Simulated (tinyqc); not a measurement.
Worked calculation: CIS on RHF in the 6-31g basis, for H3-, spin multiplicity 1. The basis has no diffuse functions, so it cannot describe the extra electron: this is an exercise in the method, not the real anion. One step of it, computed by the program tinyqc.

Task: CIS triplet states. Diagonalise A (1 hartree = 27.211386 eV); each vector has its largest component positive (the first on a tie).

CIS matrix A, triplet (hartree):
```
           1>3        1>4        1>5        1>6        2>3        2>4        2>5        2>6
1>3   0.364377   0.028712  -0.006654   0.103694   0.005338  -0.000056   0.011369  -0.003479
1>4   0.028712   1.077288   0.002228  -0.040013  -0.000056   0.049086   0.068090  -0.037194
1>5  -0.006654   0.002228   1.237171   0.026190   0.011369   0.068090  -0.062794  -0.110595
1>6   0.103694  -0.040013   0.026190   1.251001  -0.003479  -0.037194  -0.110595   0.021237
2>3   0.005338  -0.000056   0.011369  -0.003479   0.109954   0.006538   0.002123   0.059434
2>4  -0.000056   0.049086   0.068090  -0.037194   0.006538   0.879833  -0.002380   0.031895
2>5   0.011369   0.068090  -0.062794  -0.110595   0.002123  -0.002380   0.915319  -0.026396
2>6  -0.003479  -0.037194  -0.110595   0.021237   0.059434   0.031895  -0.026396   1.027817
```

Give: triplet excitation energies; lowest vectors.

Result:

triplet excitation energies (eV): 2.8738  9.5275  22.6817  23.3122  27.4916  29.6725  35.0102  36.1758

lowest vectors:
```
     state 1  state 2  state 3  state 4  state 5  state 6
1>3  -0.0241   0.9907   0.0162   0.0456  -0.0062   0.0912
1>4  -0.0010  -0.0416  -0.2317  -0.2103   0.2501   0.8701
1>5  -0.0168   0.0092  -0.2256   0.2054   0.2281  -0.1568
1>6   0.0062  -0.1210   0.1048   0.1938  -0.0527   0.3601
2>3   0.9973   0.0249  -0.0212   0.0211   0.0598  -0.0134
2>4  -0.0039  -0.0065   0.8831  -0.0416   0.4338   0.0568
2>5  -0.0048  -0.0375   0.0850   0.9109  -0.1477   0.2009
2>6  -0.0666   0.0048  -0.3109   0.2049   0.8179  -0.1912
```
